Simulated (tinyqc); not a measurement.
Coherent transport through a tight-binding region between two chains, step by step. Computed by tinyqc, a small Python program that keeps every step. Settings: temperature = 300, mu = -0.23. Command: `OMP_NUM_THREADS=1 python tinyqc.py 28466 28467 out.jsonl` (the two numbers bound the seeds that draw the settings). One thread of a shared host (Intel(R) Xeon(R) Processor @ 2.60GHz), about 0.1 s of CPU time with the checks.

## Transmission at E = 0.31 eV

H of the central region (eV):
```
           1          2          3          4
1   0.000000  -0.530000   0.000000   0.000000
2  -0.530000   0.000000  -2.120000   0.000000
3   0.000000  -2.120000   0.000000  -2.120000
4   0.000000   0.000000  -2.120000   0.000000
```

Leads: semi-infinite chains with site energy 0:

| parameter | value |
|---|---|
| lead hopping t (eV) | 1.060000 |
| coupling to the left lead (eV) | 0.890000 |
| coupling to the right lead (eV) | 1.450000 |
| left contact site | 1 |
| right contact site | 4 |

E = 0.310000 eV

Surface Green function g = (E - i sqrt(4 t^2 - E^2)) / (2 t^2); self-energy tc^2 g on each contact site; G = (E - H - Sigma)^(-1); Gamma = -2 Im Sigma; T = Gamma_L Gamma_R |G_LR|^2; local density of states -Im G_ii / pi.

g = 0.137949-0.933256i 1/eV

G (1/eV):
```
                     1                    2                    3                    4
1   0.238405-1.077935i   0.293021+0.075731i  -0.102449+0.258410i  -0.278040-0.113518i
2   0.293021+0.075731i  -0.005349-0.437381i   0.399225+0.045024i  -0.053028+0.430798i
3  -0.102449+0.258410i   0.399225+0.045024i  -0.032765-0.071186i   0.077264-0.034615i
4  -0.278040-0.113518i  -0.053028+0.430798i   0.077264-0.034615i   0.041730-0.425736i
```

local density of states (1/eV): 0.343117  0.139223  0.022659  0.135516

transmission = 0.523298

## Transmission across the band

The same steps on a grid of energies.

T(E):

| E (eV) | T |
|---|---|
| -2.01400000 | 0.027125 |
| -1.81260000 | 0.098710 |
| -1.61120000 | 0.191401 |
| -1.40980000 | 0.285954 |
| -1.20840000 | 0.363567 |
| -1.00700000 | 0.419977 |
| -0.80560000 | 0.460756 |
| -0.60420000 | 0.491714 |
| -0.40280000 | 0.515152 |
| -0.20140000 | 0.530397 |
| 0.00000000 | 0.535755 |
| 0.20140000 | 0.530397 |
| 0.40280000 | 0.515152 |
| 0.60420000 | 0.491714 |
| 0.80560000 | 0.460756 |
| 1.00700000 | 0.419977 |
| 1.20840000 | 0.363567 |
| 1.40980000 | 0.285954 |
| 1.61120000 | 0.191401 |
| 1.81260000 | 0.098710 |
| 2.01400000 | 0.027125 |

levels of the isolated region (eV): -3.021828  -0.371828  0.371828  3.021828

## Current

I = (2e/h) int T(E) [f(E - mu - V/2) - f(E - mu + V/2)] dE at 300 K with mu = -0.23 eV, the bias not changing H; 2e^2/h = 77.48092 microsiemens; the integral runs over the band on 4001 points.

Current:

| V (volt) | I (microampere) |
|---|---|
| 0.010000 | 0.409513 |
| 0.050000 | 2.047470 |
| 0.100000 | 4.094361 |
| 0.200000 | 8.184092 |
| 0.400000 | 16.331280 |
| 0.800000 | 32.371057 |
